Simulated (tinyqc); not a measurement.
Strained alloy layer of InAs and GaAs on (001) InP, model-solid band line-up: one step of the calculation.

The layer is x parts of the first compound and 1 - x of the second, grown coherently on the third as substrate and barrier. Rows of the table: lattice constant a, average valence level Ea on an absolute scale, spin-orbit splitting so, gaps at Gamma, X and L, hydrostatic deformation potentials av and ac (Gamma), shear potential b, elastic constants, electron and heavy-hole (along z) masses. All are interpolated linearly in x; gaps get -C x (1 - x), taken wholly in the conduction band; real line-ups can differ from this model by 0.1 eV or more.

Task. Electron to heavy-hole transition of the well. In-plane strain e = (a_substrate - a)/a, e_z = -2 (c12/c11) e, volume change 2 e + e_z. With v = 2 e + e_z and d = 2 b (e_z - e): Eav = Ea + av v; E_hh = Eav + so/3 - d/2; E_lh = Eav - so/6 + d/4 + sqrt(so^2 + so d + 9 d^2/4)/2; E_c = Ea + so/3 + EG + ac v (Gamma). Substrate: E_v = Ea + so/3, E_c = E_v + EG. Well depths: dEc = E_c(substrate) - E_c, dEhh = E_hh - E_v(substrate), dElh likewise; strained Gamma gap E_c - max(E_hh, E_lh); positive values confine carriers in the layer.

Lowest level of a finite well of width Lw and depth V: kw Lw/2 = arctan(sqrt((mw/mb)(V - E)/E)), kw = sqrt(mw E/C), C = hbar^2/(2 m0), for electrons (dEc) and heavy holes (dEhh), mb from the substrate; transition E_c - E_hh + both levels, without exciton binding; wavelength h c/E.

Parameters, values chosen for the exercise:

| symbol | value | unit | meaning |
|---|---|---|---|
| x | 0.77 |  | fraction of the first compound in the layer |
| CG | 0.477 | eV | bowing of the Gamma gap |
| CX | 1.4 | eV | bowing of the X gap |
| CL | 0.33 | eV | bowing of the L gap |
| Lw | 12.4 | nm | layer thickness |

Constants: q = 1.602176634e-19 C, hbar = 1.054571817e-34 J s, h = 6.62607015e-34 J s, m0 = 9.1093837015e-31 kg, c = 299792458 m/s, hbar^2/(2 m0) = 0.0380998212 eV nm^2. Results are converted to the units shown.

Binary compounds, values chosen for the exercise:
```
,close to InAs,close to GaAs,close to InP
a (angstrom),6.058,5.653,5.869
Ea (eV),-6.67,-6.92,-7.04
so (eV),0.379,0.344,0.11
EG (eV),0.349,1.44,1.33
EX (eV),1.38,1.87,2.19
EL (eV),1.07,1.72,1.93
av (eV),0.989,1.15,1.27
ac (eV),-5.15,-7.07,-5.1
b (eV),-1.78,-1.68,-1.69
c11 (GPa),83.2,120,99.6
c12 (GPa),44.9,54.4,56.4
me (m0),0.0229,0.0669,0.0795
mh (m0),0.333,0.352,0.53
```

Find: electron mass in the layer; heavy-hole mass in the layer; electron level; heavy-hole level; transition energy; wavelength.

Result.

electron mass in the layer = 0.033020 m0
heavy-hole mass in the layer = 0.33737 m0
electron level = 34.931 meV
heavy-hole level = 5.9658 meV
transition energy = 0.60254 eV
wavelength = 2057.7 nm

Program tinyqc, `OMP_NUM_THREADS=1 python tinyqc.py 2690014 2690015 out.jsonl`; Intel Xeon 2.30GHz, shared host, one thread, about 0.01 s.
